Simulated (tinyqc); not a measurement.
Worked calculation: lattice vibrations of a chain. Computed by tinyqc, a small Python program that keeps every step. Command: `OMP_NUM_THREADS=1 python tinyqc.py 27834 27835 out.jsonl` (the two numbers bound the seeds that draw the settings). One thread of a shared host (Intel(R) Xeon(R) Processor @ 2.60GHz), about 0.01 s of CPU time with the checks.

## Dynamical matrix at q = 0.48

A chain moving along its axis:
```
atom               mass (u)  spring to the next atom (eV/angstrom^2)
1                   51.5000                                  23.2000
2                   37.2000                                   2.4000
3                    7.5000                                  27.7000
second neighbours         -                                   2.4000
```

q is in units of 2 pi/a. A spring k from atom i to atom j, n cells on, adds k to Phi_ii and Phi_jj, -k exp(2 pi i q n) to Phi_ij and the conjugate to Phi_ji (for one atom a cell: 2k (1 - cos 2 pi q n)); D_ij = Phi_ij / sqrt(m_i m_j).

D(q) (eV/(angstrom^2 u)):
```
[[1.0816, -0.4756+0.0069i, 1.2762+0.1766i],
 [-0.4756-0.0069i, 0.8172, -0.0011+0.0180i],
 [1.2762-0.1766i, -0.0011-0.0180i, 4.6533]]
```

## Frequencies

omega^2 are the eigenvalues; wavenumber = 521.4708 sqrt(eigenvalue) 1/cm.

eigenvalues: [0.2799, 1.1976, 5.0746]

wavenumbers (1/cm): [275.9, 570.7, 1174.7]

weights |e|^2 of the mass-weighted modes, order atom 1, atom 2, atom 3:
```
[[0.5340, 0.3696, 0.0965],
 [0.4196, 0.5792, 0.0012],
 [0.0465, 0.0512, 0.9023]]
```

## Dispersion and heat capacity

C/k_B per atom = mean over q = (j + 1/2)/80, j = 0..39 and all branches of y^2 e^y/(e^y - 1)^2, y = hc wavenumber / k_B T.

Wavenumbers (1/cm):
```
q       branch 1  branch 2   branch 3
0.0000    0.0000  601.6046  1191.5511
0.0625   50.7540  600.6964  1190.9282
0.1250  100.1037  598.0249  1189.1457
0.1875  146.5959  593.7665  1186.4540
0.2500  188.6729  588.2734  1183.2409
0.3125  224.6126  582.1559  1179.9855
0.3750  252.5023  576.3545  1177.1917
0.4375  270.3557  572.0868  1175.3070
0.5000  276.5277  570.5009  1174.6418
```

Heat capacity:
```
T (K)  C/k_B per atom
20             0.0377
50             0.1001
100            0.2073
200            0.3818
300            0.5273
600            0.7882
1200           0.9344
```

zero-point energy per atom = 40.1372 meV
